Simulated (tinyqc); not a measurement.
# Zener tunnelling in a reverse-biased junction, two-band WKB, step by step

Program tinyqc, `OMP_NUM_THREADS=1 python tinyqc.py 2620084 2620085 out.jsonl`; Intel Xeon 2.30GHz, shared host, one thread, about 0.01 s. Printed values are rounded.

Abrupt p-n junction, depletion approximation. Energies E are counted from the conduction-band edge of the neutral n side; its Fermi level lies at dn, that of the p side at dn - V, and the valence-band edge of the neutral p side at Em = dn + dp - V. Tunnelling needs 0 < E < Em. Two-band dispersion with equal masses m: inside the gap kappa = sqrt(m u (1 - u/Eg)/C), u the distance from a band edge, C = hbar^2/(2 m0).

Parameters, values chosen for the exercise; band and dielectric values those of a made-up semiconductor: temperature T = 300 K; band gap Eg = 0.896 eV; relative permittivity eps_r = 12.5; conduction-band density of states at 300 K Nc = 2.59e17 cm^-3; valence-band density of states at 300 K Nv = 9.92e18 cm^-3; band-edge mass of the two-band model m = 0.055 m0; acceptor density Na = 5.6e18 cm^-3; donor density Nd = 1.9e18 cm^-3; bias of the p side V = -1.3 V; points of the energy grid nE = 9.

Constants: q = 1.602176634e-19 C, kB = 1.380649e-23 J/K, hbar = 1.054571817e-34 J s, h = 6.62607015e-34 J s, m0 = 9.1093837015e-31 kg, Vt = kB T/q, eps0 = 8.8541878128e-14 F/cm where lengths are in cm, hbar^2/(2 m0) = 0.0380998212 eV nm^2. Results are converted to the units shown.

Range of the model: Parabolic densities of states, no band tails and no gap narrowing, all of which matter at such doping.

## Fermi levels and built-in voltage

Nd = Nc F12(dn/Vt), Na = Nv F12(dp/Vt), F12(x) = (2/sqrt(pi)) int_0^infinity sqrt(u)/(1 + exp(u - x)) du; dn = EF - Ec on the n side, dp = Ev - EF on the p side (negative outside the bands); Vbi = Eg + dn + dp.

dn = 0.1129157 eV
dp = -0.009662210 eV
Vbi = 0.9992535 V

Boltzmann statistics would give dn = 0.0515 eV and dp = -0.0148 eV. At zero bias the bands of the two sides overlap by dn + dp.

## Width, field and exponent

W = sqrt(2 eps0 eps_r (Vbi - V)(1/Na + 1/Nd)/q), mean field F = (Vbi - V)/W, peak field 2 F. In a uniform field F the exponent is S = pi sqrt(m/C) Eg^1.5/(4 F). Transverse energy Et = C kt^2/m raises it to S (1 + 4 Et/Eg), so T = exp(-S) exp(-Et/Eb) with Eb = Eg/(4 S). KJ = (2 q^2/h) m/(4 pi C) (times 1e14 for A/cm^2 per eV^2).

W = 47.31975 nm
mean field = 0.4858972 MV/cm
S = 16.47128
exp(-S) = 7.024482e-8
Eb = 13.59943 meV
tunnelling length Eg/F = 18.44011 nm

## Current density on a coarse grid

J = KJ exp(-S) Eb times the integral from 0 to Em of [f(E - dn) - f(E - dn + V)] [1 - exp(-min(E, Em - E)/Eb)] dE, f(x) = 1/(1 + exp(x/Vt)), with S and Eb from the mean field; J > 0 flows from p to n. KJ = (2 q^2/h) m/(4 pi C) (times 1e14 for A/cm^2 per eV^2). Simpson's rule on nE equally spaced points from 0 to Em.

E, point 0 to 8 (eV): [0.000000, 0.175407, 0.350813, 0.526220, 0.701627, 0.877033, 1.052440, 1.227847, 1.403254]
difference of the f, point 0 to 8: [-0.012521, -0.918134, -0.999899, -1.000000, -1.000000, -1.000000, -0.999999, -0.999223, -0.592365]
transverse factor, point 0 to 8: [0.000000, 0.999997, 1.000000, 1.000000, 1.000000, 1.000000, 1.000000, 0.999997, 0.000000]
integral = -1.266974 eV
KJ = 8.900710e8 A/(cm^2 eV^2)
J = -1.077277 A/cm^2

A converged quadrature gives -1.077 A/cm^2; this grid is 0.027 % above that in size.
